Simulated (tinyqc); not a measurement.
Conductivities from two wire lengths.

Inverse problem. A wire with uniform heating p0 per length and ends at the substrate temperature has theta(L/2) = (p0/g)[1 - 1/cosh(L/(2 LH))], LH = sqrt(kap A/g). Find LH, g and kap.

Inputs (values chosen for the exercise): cross-section A = 260 nm^2; heating per length p0 = 0.036 uW/nm.

theta at the middle for L = 480 and 960 nm (K): [48.494805, 101.41229]

Answer. With c = cosh(L1/(2 LH)) the longer wire has 2 c^2 - 1. The ratio of the two rises falls steadily from 4 to 1 as c grows, so it fixes c; g and kap follow.

LH = 241 nm
g = 0.260 W/(m K)
kap = 58.0 W/(m K)

tinyqc, about 0.01 s, one thread, Intel Xeon 2.30GHz (shared host): `OMP_NUM_THREADS=1 python tinyqc.py 2520058 2520059 out.jsonl`
